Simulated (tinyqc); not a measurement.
Hall factor, magnetoresistance and optical conductivity for a power-law relaxation time: one step, computed by the program tinyqc.

One spherical parabolic band, tau(E) = tau_0 x^s with x = E/(k_B T). Landau quantisation is left out.

Question. At the given field. <y> = int y x^(3/2) f (1 - f) dx / int x^(3/2) f (1 - f) dx, f = 1/(1 + exp(x - eta)). Integrals over x = E/(k_B T) use 160 Gauss-Legendre points in u = sqrt(x) from 0 to sqrt(max(eta, 0) + 45). With w_c = e B/m: sigma_xx = (n e^2/m) <tau/(1 + w_c^2 tau^2)>, sigma_xy = (n e^2/m) <w_c tau^2/(1 + w_c^2 tau^2)>; r_H = (n e/B) sigma_xy/(sigma_xx^2 + sigma_xy^2); MR = sigma_0 sigma_xx/(sigma_xx^2 + sigma_xy^2) - 1, sigma_0 = n e^2 <tau>/m.

Inputs (values chosen for the exercise, with a mass close to that of electrons in GaN):
```
quantity                 value  unit
effective mass m           0.2   m_0
exponent s               -0.25     -
tau_0                      660    fs
reduced Fermi level eta     -8     -
temperature T              350     K
magnetic field B          0.98     T
```

density n = 9.487020e+14 1/cm^3

drift mobility mu = 4946.756 cm^2/(V s)

Constants: e = 1.602176634e-19 C; m_0 = 9.1093837015e-31 kg.

Give: mu B; sigma_xx; |sigma_xy|; Hall factor r_H; magnetoresistance MR.

Answer.

mu B = 0.48478

sigma_xx = 0.60010 S/cm

|sigma_xy| = 0.29638 S/cm

Hall factor r_H = 1.0262

magnetoresistance MR = 0.72699 %
